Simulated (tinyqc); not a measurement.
Inside a calculation. Method: one-electron ion in a basis of Gaussians. Computed by tinyqc, a small Python program that keeps every step. Settings: Z = 2, l = 0. Command: `OMP_NUM_THREADS=1 python tinyqc.py 31999 32000 out.jsonl` (the two numbers bound the seeds that draw the settings). One thread of a shared host (Intel(R) Xeon(R) Processor @ 2.60GHz), about 0.01 s of CPU time with the checks.

## Matrices over normalised Gaussians

exponents of r^l exp(-a r^2) (1/bohr^2): 0.331700  1.284000

Z = 2

l = 0

With p = a_i + a_j and I(k) = Gamma((k+1)/2) / (2 p^((k+1)/2)): S = I(2l+2), T = (2l+3) a_i a_j S / p, V = -Z I(2l+1), each divided by sqrt(S_ii S_jj).

S:
```
          1         2
1  1.000000  0.726084
2  0.726084  1.000000
```

T (hartree):
```
          1         2
1  0.497550  0.574193
2  0.574193  1.926000
```

V (hartree):
```
           1          2
1  -1.838115  -2.082822
2  -2.082822  -3.616451
```

## Generalised eigenproblem

H = T + V (hartree):
```
           1          2
1  -1.340565  -1.508629
2  -1.508629  -1.690451
```

Solve H C = S C e through S^(-1/2); each column has its largest component positive (the first on a tie).

eigenvalues of S: 0.273916  1.726084

eigenvalues (hartree): -1.788726  0.011591

coefficients:
```
          1          2
1  0.339788   1.414070
2  0.725609  -1.260373
```

For Z = 2 and l = 0 the exact lowest level is -Z^2/(2 n^2) with n = l + 1: -2.000000 hartree.
